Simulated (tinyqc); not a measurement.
Grain growth, pinning, strength and diffusional creep of a polycrystal or thin film: one step, computed by the program tinyqc.

One mean grain size d describes the structure.

Problem. Yield stress. Hall-Petch term k_y/sqrt(d). Orowan term 3.06 x 0.4 G b ln(2 rbar/b)/(pi lambda sqrt(1 - nu)) with nu = 1/3, rbar = sqrt(2/3) r, lambda = rbar (sqrt(pi/f) - 2). Film term (threading dislocation, matched substrate, the geometry of an fcc (111) film taken for all cases): 3.464 G b ln(2 h/b)/(4 pi (1 - nu) h). The terms are added to sigma_0.

Inputs (values chosen for the exercise, modelled on gold):

| quantity | value | unit |
|---|---|---|
| shear modulus G | 26 | GPa |
| Burgers vector b | 2.884 | angstrom |
| anneal temperature T | 528 | K |
| particle volume fraction f | 0.00022 | - |
| particle radius r | 3.7 | nm |
| film thickness h | 160 | nm |
| friction stress sigma_0 | 18 | MPa |
| Hall-Petch slope k_y | 0.075 | MPa m^0.5 |

Sample: thin film on a substrate.

grain size d = 221.0262 nm

Give: Hall-Petch term; Orowan term; film term; yield stress.

Solution.

Hall-Petch term = 159.53 MPa

Orowan term = 30.665 MPa

film term = 135.87 MPa

yield stress = 344.07 MPa
